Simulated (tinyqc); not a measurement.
Luttinger-Kohn k.p, four valence bands, step by step. Computed by tinyqc, a small Python program that keeps every step. Settings: g1 = 16.01, g2 = 3.24, g3 = 6.04. Command: `OMP_NUM_THREADS=1 python tinyqc.py 24068 24069 out.jsonl` (the two numbers bound the seeds that draw the settings). One thread of a shared host (Intel(R) Xeon(R) Processor @ 2.60GHz), about 0.01 s of CPU time with the checks.

## Bloch Hamiltonian at k

Luttinger parameters chosen for this model; energies are counted downward from the top of the valence band:
```
parameter      value  unit
g1         16.010000
g2          3.240000
g3          6.040000
```

k point k (1/angstrom): -0.036000  -0.035000  -0.003000

P = c g1 k^2, Q = c g2 (kx^2 + ky^2 - 2 kz^2), R = c sqrt3 [-g2 (kx^2 - ky^2) + 2i g3 kx ky], S = 2 c sqrt3 g3 (kx - i ky) kz, c = hbar^2/2m = 3.809982 eV angstrom^2; rows [P+Q, -S, R, 0], [-S*, P-Q, 0, R], [R*, 0, P-Q, S], [0, R*, S*, P+Q]. The path ends lie at |k| = 0.07 1/angstrom.

H(k) at k (eV):
```
                      3/2                  1/2                 -1/2                 -3/2
3/2              0.185222  -0.008609+0.008370i  -0.001518+0.100443i             0.000000
1/2   -0.008609-0.008370i             0.123427             0.000000  -0.001518+0.100443i
-1/2  -0.001518-0.100443i             0.000000             0.123427   0.008609-0.008370i
-3/2             0.000000  -0.001518-0.100443i   0.008609+0.008370i             0.185222
```

## Levels at k

Diagonalise the Hermitian matrix.

eigenvalues (eV): 0.048542  0.048542  0.260107  0.260107

## Bands along a path

The same steps at evenly spaced points between the labelled ones.

Bands along the path (eV):
```
k               band 1    band 2    band 3    band 4
[111]         0.073369  0.073369  0.524410  0.524410
[111]-G 0.20  0.046956  0.046956  0.335622  0.335622
[111]-G 0.40  0.026413  0.026413  0.188788  0.188788
[111]-G 0.60  0.011739  0.011739  0.083906  0.083906
[111]-G 0.80  0.002935  0.002935  0.020976  0.020976
G             0.000000  0.000000  0.000000  0.000000
G-[100] 0.20  0.007117  0.007117  0.016795  0.016795
G-[100] 0.40  0.028466  0.028466  0.067178  0.067178
G-[100] 0.60  0.064049  0.064049  0.151151  0.151151
G-[100] 0.80  0.113865  0.113865  0.268713  0.268713
[100]         0.177915  0.177915  0.419864  0.419864
```

## Hole masses

E = c [g1 k^2 -/+ 2 sqrt(g2^2 k^4 + 3 (g3^2 - g2^2)(kx^2 ky^2 + ky^2 kz^2 + kz^2 kx^2))] with c = hbar^2/2m, and m* = hbar^2 k^2 / (2 E).

Masses (electron masses):
```
direction     heavy     light
[100]      0.104932  0.044464
[110]      0.197700  0.037089
[111]      0.254453  0.035600
```
